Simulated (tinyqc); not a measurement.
# Trench capacitor in an array: capacitance, non-linearity, leakage and relaxation, step by step

Program tinyqc, `OMP_NUM_THREADS=1 python tinyqc.py 2102117 2102118 out.jsonl`; Intel Xeon 2.30GHz, shared host, one thread, about 0.01 s. Printed values are rounded.

A film between two metal electrodes, each interface adding a series capacitance ci. The small-signal permittivity is ek (1 + aq E^2); the field is found with the linear permittivity. Leakage J = J0 sinh(E/Ef). After a voltage step the film passes a relaxation current kr C V tt^(-nr), tt being the time in seconds. The sidewall is a coaxial capacitor with radii a = dm/2 - t and b = dm/2, depth AR dm; the end face is left out.

Inputs (values chosen for the exercise); permittivity of the order of that of zirconium oxide:
- ek = 35.1 (relative permittivity of the film)
- t = 4.5 nm (film thickness)
- ci = 160 uF/cm^2 (capacitance of each electrode interface (dead layer and screening))
- aq = 0.012 cm^2/MV^2 (quadratic field coefficient of the permittivity)
- V = 1.7 V (bias)
- J0 = 1.5e-10 A/cm^2 (leakage prefactor)
- Ef = 0.41 MV/cm (field for an e-fold rise of the leakage)
- dm = 48 nm (diameter of the hole)
- AR = 50 (aspect ratio, depth over diameter)
- pt = 70 nm (pitch of the square array)
- rho = 1800 uohm cm (resistivity of the inner electrode)

Constants: eps0 = 8.8541878128e-14 F/cm where lengths are in cm. Results are converted to the units shown.

Range of the model: The field exceeds about 2.4 MV/cm, a sizeable part of the breakdown field expected for this permittivity.

## Planar capacitance, field and non-linearity

Planar film: Cf = eps0 ek/t, 1/C = 1/Cf + 2/ci, EOT = 3.9 eps0/C, effective permittivity C t/eps0, E = (V/t) C/Cf; quadratic coefficient [C(V)/C - 1]/V^2 with Cf (1 + aq E^2) in C(V).

Cf = 6.906266 uF/cm^2
C = 6.357439 uF/cm^2
EOT = 0.5431642 nm
effective permittivity = 32.31067
E = 3.477565 MV/cm
quadratic coefficient = 45697.56 ppm/V^2
J = 3.619838e-7 A/cm^2

The interfaces take 7.95 % of the voltage.

## Cell capacitance, fields and time constant

Per length 1/c = ln(b/a)/(2 pi eps0 ek) + (1/a + 1/b)/(2 pi ci); cell capacitance c AR dm; per footprint over pt^2; fields c V/(2 pi eps0 ek r) at r = a and b; resistance of the inner electrode rho AR dm/(pi a^2); time constant R C/3 of the distributed line.

a = 19.5 nm
b = 24 nm
cell capacitance = 20.76480 fF
capacitance per footprint = 423.7714 uF/cm^2
field at a = 3.862736 MV/cm
field at b = 3.138473 MV/cm
R = 36.16302 kohm
R C/3 = 250.3059 ps

The array gives 66.7 times the planar capacitance per footprint; curvature makes the field at the inner electrode 1.11 times the planar value.
